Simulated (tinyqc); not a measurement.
# Double-gate transistor below threshold, two-dimensional Poisson equation on a small mesh, step by step

Computed by the program tinyqc: `OMP_NUM_THREADS=1 python tinyqc.py 2480097 2480098 out.jsonl`, one thread of a shared Intel Xeon 2.30GHz, about 0.1 s for the whole run. Printed values are rounded.

Half of a symmetric double-gate structure: row 0 is the mid-plane of the body, where the normal field vanishes. Mobile charge is neglected (subthreshold), the body is fully depleted, and potentials are counted from the intrinsic level; rows run upward to the gate, columns from source to drain.

Values chosen for this exercise; semiconductor permittivity close to that of silicon: temperature T = 250 K; relative permittivity of the semiconductor eps_r = 11.9; relative permittivity of the insulator eox = 7.5; half the body thickness tb = 6 nm; insulator thickness tox = 3.6 nm; channel length L = 34 nm; acceptor density of the depleted body Na = 0 cm^-3; potential of the source Vbi = 0.52 V; gate offset Vfb = -0.06 V; gate voltage Vg = 0.05 V; drain voltage Vd = 0.3 V.

Constants: q = 1.602176634e-19 C, kB = 1.380649e-23 J/K, Vt = kB T/q, eps0 = 8.8541878128e-14 F/cm where lengths are in cm. Results are converted to the units shown.

## Coefficients of the five-point equations

Mesh: rows i = 0..2 in the semiconductor (step hs = tb/2, row 2 on the interface), then 1 step(s) ho = tox/1 up to the gate row 3; columns j = 0..5 (step hy = L/5). Box integration, divided by eps0: up_i = eps hy/h of the interval above row i, dn_i = that of the interval below (0 for row 0), lat_i = (sum of eps h/2 over the intervals above and below)/hy, s_i = -q Na w_i hy/eps0 with w_i the semiconductor height of the box (hs/2 for row 0 and the interface row, hs between, 0 in the insulator). Each free node obeys (up + dn + 2 lat) psi = up psi(above) + dn psi(below) + lat [psi(left) + psi(right)] + s.

```
row       up       dn      lat  s (V)
0    26.9733        0    2.625      0
1    26.9733  26.9733     5.25      0
2    14.1667  26.9733  4.61029      0
```

## Iteration 1: over-relaxation sweep (omega = 1.4)

psi at the start (fixed values on the edges, free nodes at the gate value) (V):
```
            j=0       j=1       j=2       j=3       j=4       j=5
row 0  0.520000  0.110000  0.110000  0.110000  0.110000  0.820000
row 1  0.520000  0.110000  0.110000  0.110000  0.110000  0.820000
row 2  0.520000  0.110000  0.110000  0.110000  0.110000  0.820000
row 3  0.110000  0.110000  0.110000  0.110000  0.110000  0.110000
```

Free nodes: rows 0..2, columns 1..4, taken row by row from row 0, left to right. t = (up psi(above) + dn psi(below) + lat [psi(left) + psi(right)] + s)/(up + dn + 2 lat), with the newest neighbours; psi(new) = psi + 1.4 (t - psi).

psi after iteration 1 (V):
```
            j=0       j=1       j=2       j=3       j=4       j=5
row 0  0.520000  0.156760  0.115333  0.110608  0.191043  0.820000
row 1  0.520000  0.184158  0.121582  0.111677  0.238653  0.820000
row 2  0.520000  0.218155  0.132547  0.114147  0.297998  0.820000
row 3  0.110000  0.110000  0.110000  0.110000  0.110000  0.110000
```

## Iteration 2: over-relaxation sweep (omega = 1.4)

As before.

psi after iteration 2 (V):
```
            j=0       j=1       j=2       j=3       j=4       j=5
row 0  0.520000  0.225571  0.134690  0.123781  0.310897  0.820000
row 1  0.520000  0.259509  0.150288  0.139102  0.370705  0.820000
row 2  0.520000  0.234284  0.147651  0.159083  0.327577  0.820000
row 3  0.110000  0.110000  0.110000  0.110000  0.110000  0.110000
```

## Course of the iteration: over-relaxation sweep (omega = 1.4)

Stop when the largest change of psi is below 1e-7 V, or after 400 iterations. Fixed values: gate row Vg - Vfb; column 0 at Vbi and the last column at Vbi + Vd in the semiconductor, each running linearly to Vg - Vfb across the insulator.

Course of the iteration:
```
iteration  psi at row 0, j = 2 (V)  largest |change| of one entry (V)
1                         0.115333                              0.188
2                         0.134690                              0.132
3                         0.169273                              0.112
4                         0.187629                             0.0663
5                         0.210725                             0.0244
6                         0.225269                             0.0145
7                         0.233672                            8.40e-3
8                         0.235589                            4.52e-3
9                         0.236376                            1.44e-3
...                            ...                                ...
12                        0.236577                            2.49e-5
13                        0.236572                            8.97e-6
14                        0.236569                            7.52e-6
15                        0.236569                            3.41e-6
16                        0.236568                            1.49e-6
17                        0.236567                            9.24e-7
18                        0.236566                            2.78e-7
19                        0.236566                            2.02e-7
20                        0.236566                            2.88e-8
```

Converged in 20 iterations. The changes do not fall evenly; from iteration 15 to 20 they shrink by a factor of 2.6 a step on average.

## Barrier, swing and barrier lowering

converged psi (V):
```
            j=0       j=1       j=2       j=3       j=4       j=5
row 0  0.520000  0.311356  0.236566  0.269927  0.438223  0.820000
row 1  0.520000  0.298329  0.226041  0.256796  0.417448  0.820000
row 2  0.520000  0.256227  0.195460  0.218381  0.349590  0.820000
row 3  0.110000  0.110000  0.110000  0.110000  0.110000  0.110000
```

d psi/dVg on row 0: j=0 0.000000, j=1 0.527162, j=2 0.744202, j=3 0.744202, j=4 0.527162, j=5 0.000000
d psi/dVd on row 0: j=0 0.00000, j=1 0.02497, j=2 0.07230, j=3 0.18350, j=4 0.44787, j=5 1.00000

The barrier is read along row 0, the path farthest from the gate. Take the node j of lowest psi: barrier Vbi - psi_j; swing Vt ln 10/(d psi_j/dVg); DIBL = (d psi_j/dVd)/(d psi_j/dVg). The derivatives solve the same equations with s = 0 and a unit change of that voltage.

j = 2
barrier = 0.283434 V
swing = 66.6558 mV/decade
DIBL = 97.1472 mV/V

A mesh of 12, 8 and 80 steps (semiconductor, insulator, channel) gives a barrier of 0.299 V, a swing of 63.1 mV a decade and a DIBL of 98.1 mV/V; the small mesh puts the barrier 5.3 % below that.
